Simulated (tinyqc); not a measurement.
# Changing the hold time t

Model: thermal stress and diffusional relaxation in a metal film: Coble and Nabarro-Herring creep, cooling and holds. Computed by tinyqc, a small Python program. Command: `OMP_NUM_THREADS=1 python tinyqc.py 3021849 3021850 out.jsonl creep sweep`. One thread of a shared host (Intel(R) Xeon(R) Processor @ 2.30GHz), about 0.05 s of CPU time with the checks.

A thin film on a rigid substrate is stress-free at T0. Tension is positive and the film creeps linearly: d sigma/dt = -M (mismatch) dT/dt - sigma/tau.

Inputs (values chosen for the exercise, modelled on gold films on silicon): biaxial modulus M = 139 GPa; expansion mismatch = 11.5 1e-6/K; atomic volume Omega = 17 angstrom^3; lattice prefactor D0 = 7.6e-06 m^2/s; lattice energy E = 1.8 eV; boundary prefactor (delta D_b)0 = 2e-16 m^3/s; boundary energy E_b = 0.855 eV; grain size d = 2.4 um; stress-free temperature T0 = 400 C; hold temperature T = 110 C.

Constants: k_B = 1.380649e-23 J/K; k_B = 8.617333262e-05 eV/K.

Method:
- Thermoelastic slope = M x mismatch; sigma_0 = slope x (T0 - T).
- Creep rate per stress: Nabarro-Herring 14 D Omega/(k_B T d^2), Coble (14 pi) delta D_b Omega/(k_B T d^3), with D = D0 exp(-E/(k_B T)), delta D_b = (delta D_b)0 exp(-E_b/(k_B T)); 1/tau = M x (sum of both)/2 (biaxial strain rate is half the uniaxial one).
- Temperatures in kelvin are T(C) + 273.15.
- sigma(t) = sigma_0 exp(-t/tau), relaxed part sigma_0 - sigma(t); the grain size where both mechanisms are equal is pi delta D_b/D.

One run for each value:
```
hold time t (h)  stress after the hold (MPa)  stress relaxed during the hold (MPa)
1.3                                    461.8                                   1.7
3                                      459.5                                   4.0
6.9                                    454.4                                   9.2
16                                     442.5                                  21.0
37                                     416.4                                  47.2
85                                     362.2                                 101.3
200                                    259.5                                 204.1
450                                    125.6                                 338.0
1000                                    25.5                                 438.1
```

Describe and explain the trends.

Over the rows, stress after the hold (MPa) falls from 462 to 25.5 (exponent d ln y / d ln x -0.0059 between the first rows and -2.0 between the last); stress relaxed during the hold (MPa) rises from 1.75 to 438 (exponent d ln y / d ln x 1.00 between the first rows and 0.33 between the last). At the low end the exponent of stress relaxed during the hold is 1.00, close to 1: the hold is short against tau.

Caution (all rows): bulk creep laws overstate relaxation in a bonded film, where the substrate constrains boundary diffusion, and dislocation glide is left out.
